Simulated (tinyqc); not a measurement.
Inside a calculation. Method: Hubbard chain of 6 sites. Computed by tinyqc, a small Python program that keeps every step. Settings: hopping = 0.97, U = 4.3, mixing = 0.5, iteration cap = 61. Command: `OMP_NUM_THREADS=1 python tinyqc.py 25513 25514 out.jsonl` (the two numbers bound the seeds that draw the settings). One thread of a shared host (Intel(R) Xeon(R) Processor @ 2.60GHz), about 0.2 s of CPU time with the checks. Later iterations appear only in the table of the cycle.

## Mean-field iteration 1

one-body matrix (hopping and site energies) (eV), lower triangle:
```
         1        2        3        4        5       6
1   0.8400
2  -0.9700  -0.0400
3   0.0000  -0.9700  -0.1600
4   0.0000   0.0000  -0.9700  -0.1400
5   0.0000   0.0000   0.0000  -0.9700   0.9100
6   0.0000   0.0000   0.0000   0.0000  -0.9700  0.5100
```

U = 4.3000 eV

electrons, up and down: 3  3

mixing = 0.5000

n(up) at the start (a guess, not normalised): 1 0.8000, 2 0.2000, 3 0.8000, 4 0.2000, 5 0.8000, 6 0.2000

n(down) at the start (a guess): 1 0.2000, 2 0.8000, 3 0.2000, 4 0.8000, 5 0.2000, 6 0.8000

H(up) = T + U n(down), H(down) = T + U n(up); fill the lowest levels; n(new) = n + mixing (n(out) - n); E = tr T (rho up + rho down) + U sum n_up n_down of the output.

levels, up (eV): 0.0142  1.0992  1.4132  3.6349  4.1397  4.5188

levels, down (eV): -0.0400  0.4902  1.1620  3.7245  4.5907  4.8926

energy = -0.1116 eV

n(up) after iteration 1: 1 0.8294, 2 0.1980, 3 0.8398, 4 0.1893, 5 0.7971, 6 0.1465

n(down) after iteration 1: 1 0.1265, 2 0.8376, 3 0.1721, 4 0.8438, 5 0.1559, 6 0.8641

## Mean-field iteration 2

As before.

levels, up (eV): -0.0620  0.9619  1.1722  3.8000  4.2613  4.6866

levels, down (eV): -0.0477  0.4631  0.9623  3.8644  4.6985  4.8794

energy = -0.1760 eV

n(up) after iteration 2: 1 0.8615, 2 0.1782, 3 0.8652, 4 0.1713, 5 0.8132, 6 0.1105

n(down) after iteration 2: 1 0.0884, 2 0.8601, 3 0.1521, 4 0.8689, 5 0.1304, 6 0.9000

## Convergence

Each step fills the lowest levels of T + U n(other spin) and sets n(new) = n + mixing (n(out) - n); stop when output and input agree to 1e-8.

Course of the cycle:
```
iteration     E (eV)  largest |n(out) - n(in)|  mean |n_up - n_down|
1          -0.111598                  1.47e-01                0.7411
2          -0.175995                  7.62e-02                0.7754
3          -0.198781                  4.62e-02                0.7954
4          -0.208173                  3.04e-02                0.8076
5          -0.212113                  1.94e-02                0.8154
6          -0.213770                  1.31e-02                0.8203
7          -0.214468                  8.83e-03                0.8234
8          -0.214761                  5.88e-03                0.8254
9          -0.214885                  3.88e-03                0.8267
10         -0.214937                  2.55e-03                0.8276
11         -0.214959                  1.66e-03                0.8281
...              ...                       ...                   ...
30         -0.214975                  5.13e-07                0.8291
31         -0.214975                  3.35e-07                0.8291
32         -0.214975                  2.19e-07                0.8291
33         -0.214975                  1.43e-07                0.8291
34         -0.214975                  9.31e-08                0.8291
35         -0.214975                  6.08e-08                0.8291
36         -0.214975                  3.96e-08                0.8291
37         -0.214975                  2.59e-08                0.8291
38         -0.214975                  1.69e-08                0.8291
39         -0.214975                  1.10e-08                0.8291
40         -0.214975                  7.17e-09                0.8291
```

local moments n_up - n_down: 1 0.8880, 2 -0.7928, 3 0.8085, 4 -0.7968, 5 0.7909, 6 -0.8978

Converged in 40 iterations. Before convergence this energy mixes input and output and is not variational, so it may rise towards its limit.

## Exact diagonalisation (400 states)

Lowest levels of the sector, and the double occupancy of the lowest state.

lowest levels (eV): -0.9093  -0.5509  -0.1201  0.0259  0.1699  0.2880

double occupancy per site = 0.0827

The mean-field solution above lies 0.6943 eV above the exact energy.

## The lowest level by Lanczos steps

From a random start vector (not printed): a_j = <q_j|H|q_j>, b_j = norm of the remainder after orthogonalising; the Ritz value is the lowest eigenvalue of the tridiagonal matrix of a and b so far.

Lanczos:
```
j   a_j (eV)  b_j (eV)  lowest Ritz value (eV)
1     6.1688    4.9926                6.168776
2     7.0188    4.8660                1.583172
3     8.6750    5.3875                0.125118
4     9.6727    5.2816               -0.484657
5     9.2811    4.1425               -0.765319
6     8.7608    4.3564               -0.850425
7     9.2084    4.8093               -0.878213
8     8.2456    4.8262               -0.891818
9     8.5408    4.3791               -0.900847
10    8.5661    4.3953               -0.905799
```
